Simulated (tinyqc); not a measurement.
Resistance of a source-drain extension with a graded tip: two steps of the calculation.

y runs along the channel, the gate covers y > 0. The doping is N0 for y < y0 and N0 10^(-(y - y0)/la) beyond, uniform over the depth xj. Sheet conductance s(y) = q mu(N) max(N - Nch, 0) xj + (for y > 0) ma Cox Vo, with mu(N) = u0 + (u1 - u0)/(1 + (N/Nr)^au) and Cox = eps0 eox/tox. Current is taken as one-dimensional; depletion of the tip, spreading and the contact are left out. The metallurgical junction lies at yj, where N = Nch.

Parameters, values chosen for the exercise; mobility law close to that of electrons in silicon: relative permittivity of the gate insulator (close to silicon nitride) eox = 7.71; insulator thickness tox = 4.3 nm; active doping of the extension far from the gate N0 = 2.9e20 cm^-3; lateral abruptness la = 2 nm/decade; position under the gate where the fall begins (gate edge at 0) y0 = 1.8 nm; depth of the extension xj = 25 nm; channel doping Nch = 4.3e17 cm^-3; gate overdrive Vo = 0.75 V; mobility of the gate-induced layer ma = 110 cm^2/(V s); mobility at low doping u1 = 1414 cm^2/(V s); mobility at high doping u0 = 68.5 cm^2/(V s); reference doping Nr = 9.2e16 cm^-3; exponent au = 0.711; gate length Lg = 30 nm.

Constants: q = 1.602176634e-19 C, eps0 = 8.8541878128e-14 F/cm where lengths are in cm. Results are converted to the units shown.

Question 1. Sheet resistances and junction position. yj = y0 + la log10(N0/Nch); sheet resistance of the full extension 1/[q mu(N0)(N0 - Nch) xj] and of the gate-induced layer 1/(ma Cox Vo); metallurgical length Lg - 2 yj; ye is where the doped and the gate-induced conductances are equal.

Give: yj; sheet resistance of the extension; sheet resistance of the induced layer; metallurgical length; ye; N at ye.

Answer 1.

yj = 7.4579 nm
sheet resistance of the extension = 118.33 ohm/square
sheet resistance of the induced layer = 7635.0 ohm/square
metallurgical length = 15.084 nm
ye = 6.1015 nm
N at ye = 2.0494e18 cm^-3

The gate takes over 1.36 nm before the junction, where N is still 4.77 times the channel doping.

Question 2. Resistance of the overlapped part. Midpoint rule on 11 equal steps from 0 to yj: R_ov = sum h/s(y), per width.

Wanted: y; N; doped conductance; sheet resistance; R_ov.

Answer 2.

```
point  y (nm)  N (cm^-3)  doped conductance (uS)  sheet resistance (ohm/square)
0      0.3390   2.900e20                    8451                          116.5
1       1.017   2.900e20                    8451                          116.5
2       1.695   2.900e20                    8451                          116.5
3       2.373   1.499e20                    4519                          215.0
4       3.051   6.870e19                    2203                          428.4
5       3.729   3.147e19                    1112                          804.7
6       4.407   1.442e19                   585.6                           1396
7       5.085   6.606e18                   321.6                           2210
8       5.763   3.027e18                   179.0                           3226
9       6.441   1.387e18                   91.66                           4492
10      7.119   6.353e17                   27.98                           6291
```

R_ov = 13.16 ohm um

Numbers from tinyqc (`OMP_NUM_THREADS=1 python tinyqc.py 2282160 2282161 out.jsonl`; about 0.03 s on one thread of a shared Intel Xeon 2.30GHz).
